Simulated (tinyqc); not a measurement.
# Ideality, saturation current and resistance from three points

Question. Well above the saturation current a diode obeys V = n Vt ln(I/I0) + I Rs. Find n, Rs and I0.

Values chosen for this exercise: temperature T = 300 K.

Constants: q = 1.602176634e-19 C, kB = 1.380649e-23 J/K, Vt = kB T/q. Results are converted to the units shown.

currents (A): [1e-6, 0.0001, 0.03]
voltages (V): [0.45028559, 0.65510502, 0.92337722]

Answer. V is linear in the three unknowns n Vt, Rs and -n Vt ln I0, so three points give a linear system.

n = 1.72
Rs = 0.490 ohm
I0 = 4.00e-11 A

Numbers from tinyqc (`OMP_NUM_THREADS=1 python tinyqc.py 2260122 2260123 out.jsonl`; about 0.01 s on one thread of a shared Intel Xeon 2.30GHz).
